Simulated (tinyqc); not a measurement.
Coulomb enhancement above the gap: Wannier exciton and Elliott formula.

Inputs chosen for the exercise (out of a larger set: near those of Ge at its direct gap; not measured data): xs = (0.036, 0.21, 0.46, 1.7, 4.3, 14, 42, 110) ((E - Eg)/Ry*).

Ry* = 1.5488 meV

With x = (E - Eg)/Ry* and y = pi/sqrt(x): S3 = y exp(y)/sinh(y), and S2 = exp(y)/cosh(y). Free-pair absorption goes as sqrt(x) in three dimensions and is constant in two.

Factors:
```
x        E - Eg (meV)  sqrt(x)      S3  S3 sqrt(x)     S2
0.036            0.06    0.190  33.115       6.283  2.000
0.21             0.33    0.458  13.711       6.283  2.000
0.46             0.71    0.678   9.265       6.284  2.000
1.7              2.63    1.304   4.858       6.334  1.984
4.3              6.66    2.074   3.184       6.602  1.908
14              21.68    3.742   2.064       7.724  1.686
42              65.05    6.481   1.562      10.122  1.450
1.1e+02        170.36   10.488   1.329      13.941  1.291
```

In three dimensions the product tends to 2 pi = 6.283 at the edge (6.283 in the first row), so the square-root onset becomes a step. Even 170 meV above the gap the enhancement is 1.33; it decays only as 1 + pi/sqrt(x) = 1.30. In two dimensions it never exceeds 2 and has fallen to 1.29.

tinyqc: `OMP_NUM_THREADS=1 python tinyqc.py 1250228 1250229 out.jsonl`; about 0.01 s, one thread, shared Intel(R) Xeon(R) Processor @ 2.30GHz.
